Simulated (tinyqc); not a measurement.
# Site energy and hopping from one surface Green function

Problem. A semi-infinite chain with site energy e0 and hopping -t has g_s = 1/(E - e0 - t^2 g_s). Inside the band |g_s| = 1/t and Re g_s = (E - e0)/(2 t^2). Find t and e0.

g_s at E = -1.85 eV = -0.26239669-0.37115973i 1/eV

Answer. t = 1/|g_s|, and e0 = E - 2 t^2 Re g_s.

t = 2.20 eV
e0 = 0.690 eV

tinyqc, about 0.07 s, one thread, Intel Xeon 2.30GHz (shared host): `OMP_NUM_THREADS=1 python tinyqc.py 2680013 2680014 out.jsonl`
